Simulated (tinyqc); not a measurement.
## Capacitance measurement on a leaky thin oxide: effects of series resistance and leakage: readings against frequency

The device is a capacitance C in parallel with a leakage conductance G, in series with Rs and Ls. An impedance meter reports either a parallel pair (Cp, Gp) from Y = 1/Z = Gp + i w Cp or a series pair (Cs, Rm) from Z = Rm + 1/(i w Cs); w = 2 pi f, dissipation D = Gp/(w |Cp|).

EOT = 3.9 tox/eox; CET = EOT + zc + zp; C = 3.9 eps0 A/CET; G = Jg A/Vs. Z = Rs + i w Ls + 1/(G + i w C); CET read from Cp = 3.9 eps0 A/Cp; errors under 0.001 % are printed as 0.

Parameters, values chosen for the exercise; values of the order met in thin-oxide MOS capacitors:
```
symbol   value    unit                                                                 meaning
eox        3.9          relative permittivity of the gate insulator (close to silicon dioxide)
tox       0.93      nm                                                     insulator thickness
A          100    um^2                                                               gate area
zc        0.31      nm              oxide-equivalent thickness added by the accumulation layer
zp        0.38      nm                      oxide-equivalent thickness added by gate depletion
Jg      0.0033  A/cm^2              gate leakage current density, not matched to the thickness
Vs        0.32       V                               voltage for an e-fold rise of the leakage
Rs         290     ohm                                                       series resistance
Ls           0      nH                                                       series inductance
```

Constants: eps0 = 8.8541878128e-14 F/cm where lengths are in cm. Results are converted to the units shown.

The same in every row: C (pF) = 2.132.

Results:

| f (Hz) | Cp (pF) | Cs (pF) | D | error of Cp (%) | error of Cs (%) | CET read from Cp (nm) |
|---|---|---|---|---|---|---|
| 1000 | 2.132 | 3.395 | 0.7700 | 0 | 59.3 | 1.620 |
| 3000 | 2.132 | 2.272 | 0.2567 | 0 | 6.59 | 1.620 |
| 10000 | 2.132 | 2.144 | 0.07704 | 0 | 0.593 | 1.620 |
| 30000 | 2.132 | 2.133 | 0.02578 | 0 | 0.0659 | 1.620 |
| 1e5 | 2.132 | 2.132 | 0.008088 | 0 | 5.93e-3 | 1.620 |
| 1e6 | 2.132 | 2.132 | 0.004654 | -2.11e-3 | 0 | 1.620 |
| 3e6 | 2.131 | 2.132 | 0.01191 | -0.0142 | 0 | 1.620 |
| 1e7 | 2.128 | 2.132 | 0.03892 | -0.151 | 0 | 1.622 |
| 3e7 | 2.103 | 2.132 | 0.1165 | -1.34 | 0 | 1.642 |

Estimate the missing row, f = 3e5 Hz.

Computed row:

| f (Hz) | Cp (pF) | Cs (pF) | D | error of Cp (%) | error of Cs (%) | CET read from Cp (nm) |
|---|---|---|---|---|---|---|
| 3e5 | 2.132 | 2.132 | 0.003732 | 0 | 0 | 1.620 |

With this row back in the table: D goes from 0.770 through a minimum of 0.00373 (at f = 3e5 Hz among the rows listed) to 0.117; without inductance its minimum lies at f = sqrt(G (1 + G Rs)/Rs)/(2 pi C) = 4.45e5 Hz. The error of Cp goes from 0 to -1.34 % and that of Cs from 59.3 to 0 %; at low frequency Cp tends to C/(1 + G Rs)^2 and Cs grows as 1 + (G/(w C))^2. One of the two readings is within 2 % of C for f = 1000, 3000, 10000, 30000, 1e5, 3e5, 1e6, 3e6, 1e7, 3e7 Hz.

Numbers from tinyqc (`OMP_NUM_THREADS=1 python tinyqc.py 2022081 2022082 out.jsonl`; about 0.01 s on one thread of a shared Intel Xeon 2.30GHz).
